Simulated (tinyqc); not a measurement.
Gated graphene, quantum capacitance: one step of the calculation.

phi is the Fermi level above the Dirac point, in volts; Vg is counted from the gate voltage of charge neutrality. Ideal linear bands, no charge puddles.

Problem. Charge and capacitances at the solution. N0 = (2/pi)(kB T/(hbar vF))^2; n = N0 F1(phi/Vt), p = N0 F1(-phi/Vt), F1(e) = int_0^infinity u du/(1 + exp(u - e)) = -Li2(-exp(e)); Cq = q d(n - p)/dphi = (q N0/Vt) ln[2 (1 + cosh(phi/Vt))]. 1/C_G = 1/Cox + 1/(Cq + q Dit); dphi/dVg = Cox/(Cox + Cq + q Dit).

Inputs (values chosen for the exercise); values close to those of graphene:
- T = 300 K (temperature)
- vF = 1.08e6 m/s (Fermi velocity)
- Dit = 0 cm^-2 eV^-1 (density of traps)

Constants: q = 1.602176634e-19 C, kB = 1.380649e-23 J/K, hbar = 1.054571817e-34 J s, Vt = kB T/q. Results are converted to the units shown.

converged phi = 0.29443582 V
Cox = 1.6443492 uF/cm^2

Wanted: n - p; Cq; C_G; dphi/dVg.

Solution.

n - p = 5.5992e12 cm^-2
Cq = 5.9430 uF/cm^2
C_G = 1.2880 uF/cm^2
dphi/dVg = 0.21672

Cq is 3.61 times Cox, so C_G is 78.3 % of Cox; 35.1 % of the gate voltage has gone into phi.

tinyqc, about 0.01 s, one thread, Intel Xeon 2.30GHz (shared host): `OMP_NUM_THREADS=1 python tinyqc.py 2200130 2200131 out.jsonl`
